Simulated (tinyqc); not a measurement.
Tight binding, kagome lattice, step by step. Computed by tinyqc, a small Python program that keeps every step. Settings: t1 = 0.51, t2 = 0.42, delta = -0.21, bands filled = 1. Command: `OMP_NUM_THREADS=1 python tinyqc.py 28911 28912 out.jsonl` (the two numbers bound the seeds that draw the settings). One thread of a shared host (Intel(R) Xeon(R) Processor @ 2.60GHz), about 0.01 s of CPU time with the checks.

## Bloch Hamiltonian at k

Parameters chosen for this model:
```
parameter      value                unit
t1          0.510000    eV, up triangles
t2          0.420000  eV, down triangles
delta      -0.210000        eV on site C
```

k point k (fractions of the reciprocal vectors): [-0.2700, -0.4100]

H_AB = -t1 - t2 exp(-i k.a1), H_AC = -t1 - t2 exp(-i k.a2), H_BC = -t1 - t2 exp(i k.(a1 - a2)), H_CC = delta.

H(k) at k (eV), order A, B, C:
```
[[0.0000, -0.4574-0.4167i, -0.1554-0.2250i],
 [-0.4574+0.4167i, 0.0000, -0.7777-0.3236i],
 [-0.1554+0.2250i, -0.7777+0.3236i, -0.2100]]
```

## Levels at k

Diagonalise the Hermitian matrix.

eigenvalues (eV): [-1.2614, 0.1833, 0.8681]

weights |c|^2 of the basis functions, order A, B, C:
```
[[0.2005, 0.6443, 0.1552],
 [0.4068, 0.0027, 0.5905],
 [0.3928, 0.3530, 0.2543]]
```

## Bloch Hamiltonian at K

k point K (fractions of the reciprocal vectors): [0.3333, 0.6667]

As before.

H(k) at K (eV), order A, B, C:
```
[[0.0000, -0.3000+0.3637i, -0.3000-0.3637i],
 [-0.3000-0.3637i, 0.0000, -0.3000+0.3637i],
 [-0.3000+0.3637i, -0.3000-0.3637i, -0.2100]]
```

## Levels at K

As before.

eigenvalues (eV): [-0.6917, -0.3850, 0.8667]

weights |c|^2 of the basis functions, order A, B, C:
```
[[0.2320, 0.4035, 0.3644],
 [0.2320, 0.4035, 0.3644],
 [0.5359, 0.1929, 0.2711]]
```

## Bands along a path

The same steps at evenly spaced points between the labelled ones.

Bands along the path (eV):
```
k           band 1   band 2  band 3
G          -1.9336   0.7936  0.9300
G-K 0.33   -1.7158   0.5999  0.9059
G-K 0.67   -1.1666   0.0677  0.8889
K          -0.6917  -0.3850  0.8667
K-M 0.33   -0.8550  -0.2066  0.8517
K-M 0.67   -1.0030  -0.0443  0.8373
M          -1.0562   0.0152  0.8310
M-K' 0.33  -1.0030  -0.0443  0.8373
M-K' 0.67  -0.8550  -0.2066  0.8517
K'         -0.6917  -0.3850  0.8667
```

With 1 band(s) filled, the highest filled level on these points lies at K and the lowest empty one at K: a gap of 0.3067 eV, direct.
